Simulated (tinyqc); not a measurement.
Deformation-potential model of the X valleys of a conduction band: sweeps and comparisons. A value that a table varies takes the place of the one given here.

Valleys with axes along x, y and z, one whole valley each. Herring-Vogt shift of a valley with unit axis a: dE = Xd tr(e) + Xu a.e.a. Non-degenerate shares n_i = exp(-dE_i/kT)/sum_j exp(-dE_j/kT). Inverse mass tensor of a valley: (1 - a a)/mt + a a/ml; the masses are taken as independent of strain.

s11 = (C11 + C12)/((C11 - C12)(C11 + 2 C12)), s12 = -C12/((C11 - C12)(C11 + 2 C12)), s44 = 1/C44; exx = s11 sxx + s12 (syy + szz) and cyclic, exy = s44 sxy/2; tension is positive. A uniaxial stress X along the unit vector n is s_ij = X n_i n_j. Biaxial (001) means sxx = syy = X.

Constants: kB = 8.617333262e-05 eV/K.

Values chosen for the exercise (near those of AlAs; shifted at random, so the results belong to these values and not to a real crystal): ml = 1.111 m0 (longitudinal mass); mt = 0.192 m0 (transverse mass); Xd = 1.04 eV (dilation potential); Xu = 5.85 eV (uniaxial potential); C11 = 123 GPa; C12 = 54.9 GPa; C44 = 53.2 GPa; load = biaxial (001) (kind of stress); T = 77 K (temperature); X1 = 0.6 GPa (size of the stress); X = 0.7 GPa (stress).

## Sweep of a biaxial (001) stress

m_c = 1/(u.M.u) along [100] with M = sum_i n_i (inverse mass tensor); gain against zero stress at a fixed scattering time.

Results:

| X (GPa) | spread (meV) | lowest edge (meV) | n x | n y | n z | m_c (m0) | gain (%) |
|---|---|---|---|---|---|---|---|
| -2.00 | 171.8 | -108.6 | 0.500 | 0.500 | 0.000 | 0.3274 | -19.0 |
| -1.00 | 85.9 | -54.3 | 0.500 | 0.500 | 0.000 | 0.3274 | -19.0 |
| -0.40 | 34.4 | -21.7 | 0.499 | 0.499 | 0.003 | 0.3268 | -18.9 |
| 0.00 | 0.0 | 0.0 | 0.333 | 0.333 | 0.333 | 0.2651 | 0.0 |
| 0.40 | 34.4 | -12.6 | 0.006 | 0.006 | 0.989 | 0.1929 | 37.4 |
| 1.00 | 85.9 | -31.6 | 0.000 | 0.000 | 1.000 | 0.1920 | 38.1 |
| 2.00 | 171.8 | -63.2 | 0.000 | 0.000 | 1.000 | 0.1920 | 38.1 |

What does this show, and why?

Along [100] the gain is -19.0 % at -2.00 GPa and +38.1 % at 2.00 GPa. The slope at zero stress (from +/- 0.001 GPa), +164.3 % per GPa, carried to the ends would give -329 and +329 %; the response falls behind at both ends, as it saturates once the spread passes a few kT (kT = 6.6 meV, spread up to 172 meV).

## Gain for each load and current direction

Each load has the size X1. Gain m_c(0)/m_c - 1 in per cent from repopulation alone, m_c = 1/(u.M.u), M = sum_i n_i (inverse mass tensor); biaxial means sxx = syy.

Gain (%); + is tension, - compression:

| load | [100] | [010] | [001] | [110] | [1-10] | [111] |
|---|---|---|---|---|---|---|
| uniaxial [110] (+) | 35.8 | 35.8 | -71.6 | 35.8 | 35.8 | 0.0 |
| uniaxial [110] (-) | -18.5 | -18.5 | 36.9 | -18.5 | -18.5 | 0.0 |
| uniaxial [100] (+) | 38.0 | -19.0 | -19.0 | 9.5 | 9.5 | 0.0 |
| uniaxial [100] (-) | -76.0 | 38.0 | 38.0 | -19.0 | -19.0 | 0.0 |
| uniaxial [111] (+) | 0.0 | 0.0 | 0.0 | 0.0 | 0.0 | 0.0 |
| uniaxial [111] (-) | 0.0 | 0.0 | 0.0 | 0.0 | 0.0 | 0.0 |
| biaxial (001) (+) | 38.0 | 38.0 | -76.0 | 38.0 | 38.0 | 0.0 |
| biaxial (001) (-) | -19.0 | -19.0 | 38.0 | -19.0 | -19.0 | 0.0 |

What does this show, and why?

The largest gain is +38.0 %, for 8 entries alike, where the repopulation is complete; for a [110] channel it is +38.0 %, under biaxial (001) (+). No gain or loss appears under uniaxial [111]: the valleys stay equivalent (in real silicon shear also changes the masses, which this model leaves out).

## Temperature and repopulation

The load is fixed; m_c along [100] as 1/(u.M.u).

Results:

| T (K) | kT (meV) | n x | n y | n z | m_c (m0) |
|---|---|---|---|---|---|
| 50 | 4.31 | 0.000 | 0.000 | 1.000 | 0.1920 |
| 77 | 6.64 | 0.000 | 0.000 | 1.000 | 0.1920 |
| 150 | 12.93 | 0.009 | 0.009 | 0.981 | 0.1935 |
| 225 | 19.39 | 0.041 | 0.041 | 0.917 | 0.1988 |
| 300 | 25.85 | 0.082 | 0.082 | 0.837 | 0.2059 |
| 400 | 34.47 | 0.129 | 0.129 | 0.741 | 0.2150 |
| 500 | 43.09 | 0.166 | 0.166 | 0.669 | 0.2225 |

What does this show, and why?

The largest share falls from 1.000 at 50 K to 0.669 at 500 K (equal shares: 0.333); m_c goes from 0.1920 to 0.2225, against 0.2651 without stress. Only spread/kT enters, so the small-stress response goes as 1/T.

## What each parameter does

Spread of the valley edges, lowest edge, largest share and m_c along [100]. Each row changes one parameter from the base and keeps the others.

Results:

| case | spread (meV) | lowest edge (meV) | largest share | m_c (m0) |
|---|---|---|---|---|
| base | 60.13 | -22.11 | 0.9998 | 0.1920 |
| ml = 1.333 m0 | 60.13 | -22.11 | 0.9998 | 0.1920 |
| mt = 0.23 m0 | 60.13 | -22.11 | 0.9998 | 0.2300 |
| Xd = 0.832 eV | 60.13 | -23.36 | 0.9998 | 0.1920 |
| Xu = 4.68 eV | 48.11 | -16.43 | 0.9986 | 0.1921 |
| C11 = 98.4 GPa | 94.14 | -42.65 | 1.0000 | 0.1920 |
| C12 = 43.92 GPa | 51.78 | -14.67 | 0.9992 | 0.1921 |
| C44 = 42.56 GPa | 60.13 | -22.11 | 0.9998 | 0.1920 |
| X = 0.56 GPa | 48.11 | -17.69 | 0.9986 | 0.1921 |
| T = 61.6 K | 60.13 | -22.11 | 1.0000 | 0.1920 |

What does this show?

The largest shifts from the base row, up to three for each result and ties (the steps differ in size, so this ranks the rows, not the parameters). spread (meV): C11 +34.01, Xu -12.03, X -12.03; unchanged at the printed digits by ml, mt, Xd, C44 and T. lowest edge (meV): C11 -20.55, C12 +7.44, Xu +5.67; unchanged at the printed digits by ml, mt, C44 and T. largest share: Xu -0.0012, X -0.0012, C12 -0.0006; unchanged at the printed digits by ml, mt, Xd and C44. m_c (m0): mt +0.0380, Xu +0.0001, X +0.0001; unchanged at the printed digits by ml, Xd, C11, C44 and T. Xd moves all valleys together, so it shifts the edge and nothing else.

(tinyqc, `OMP_NUM_THREADS=1 python tinyqc.py 1081415 1081416 out.jsonl`, Intel(R) Xeon(R) Processor @ 2.30GHz, 1 thread, shared host, about 0.03 s.)
